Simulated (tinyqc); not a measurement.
# Changing the hole prefactor a_p

Model: avalanche multiplication and breakdown of a junction from ionisation integrals. Computed by tinyqc, a small Python program. Command: `OMP_NUM_THREADS=1 python tinyqc.py 3026641 3026642 out.jsonl impact sweep`. One thread of a shared host (Intel(R) Xeon(R) Processor @ 2.30GHz), about 0.04 s of CPU time with the checks.

Ionisation coefficients follow the local field. Position x runs through the depletion layer from the p side (x = 0), where electrons enter, to the n side (x = w), where holes enter. The built-in voltage is neglected.

Inputs (values chosen for the exercise, modelled on germanium):

| quantity | value | unit |
|---|---|---|
| electron prefactor a_n | 1.66e+07 | 1/cm |
| electron field b_n | 1.54e+06 | V/cm |
| hole field b_p | 1.3e+06 | V/cm |
| exponent c | 1 | - |
| permittivity eps | 16 | - |
| doping gradient a | 1.2e+20 | 1/cm^4 |
| bias as a fraction of the breakdown voltage | 0.73 | - |

Junction: linearly graded.

Constants: e = 1.602176634e-19 C; eps_0 = 8.8541878128e-12 F/m.

Method:
- alpha_n = a_n exp(-(b_n/F)^c), alpha_p = a_p exp(-(b_p/F)^c).
- Field F = F_m [1 - (2x/w - 1)^2], w = sqrt(8 eps eps_0 F_m/(e a)), V = (2/3) F_m w.
- With Phi(x) = int_0^x (alpha_n - alpha_p) dx': 1 - 1/M_n = I_n = int_0^w alpha_n exp(-Phi) dx and M_p = M_n exp(-Phi(w)); trapezoid rule on 401 even points; breakdown at I_n = 1.
- Solve I_n(F_m) = 1.
- Bias V = fraction times the breakdown voltage.
- M_n = 1/(1 - I_n), M_p = M_n exp(-Phi(w)); McIntyre excess noise for the carrier with the larger M, F_x = k M + (1 - k)(2 - 1/M), with k = (smaller M - 1)/(larger M - 1).

One run for each value:

| hole prefactor a_p (1/cm) | breakdown voltage (V) | effective k | excess noise factor | M_n |
|---|---|---|---|---|
| 9.30e+04 | 63.45 | 0.0198 | 1.573 | 2.269 |
| 2.50e+05 | 60.20 | 0.0556 | 1.478 | 1.840 |
| 6.70e+05 | 56.55 | 0.1570 | 1.376 | 1.532 |
| 1.80e+06 | 52.48 | 0.4505 | 1.274 | 1.316 |
| 4.80e+06 | 48.10 | 0.7675 | 1.217 | 1.174 |
| 1.30e+07 | 43.47 | 0.2562 | 1.274 | 1.087 |
| 3.50e+07 | 38.92 | 0.0846 | 1.328 | 1.039 |
| 9.30e+07 | 34.68 | 0.0279 | 1.371 | 1.016 |

Describe and explain the trends.

Over the rows, breakdown voltage (V) falls from 63.4 to 34.7 (exponent d ln y / d ln x -0.053 between the first rows and -0.12 between the last); effective k goes from 0.0198 through a maximum among these rows, 0.767 at 4.80e6, to 0.0279; excess noise factor goes from 1.57 through a minimum among these rows, 1.22 at 4.80e6, to 1.37. Breakdown needs feedback from both carriers; weakening one raises V_B much less than in proportion but changes the noise.

Extremes, crossings and ranges named in words are read from the listed rows.
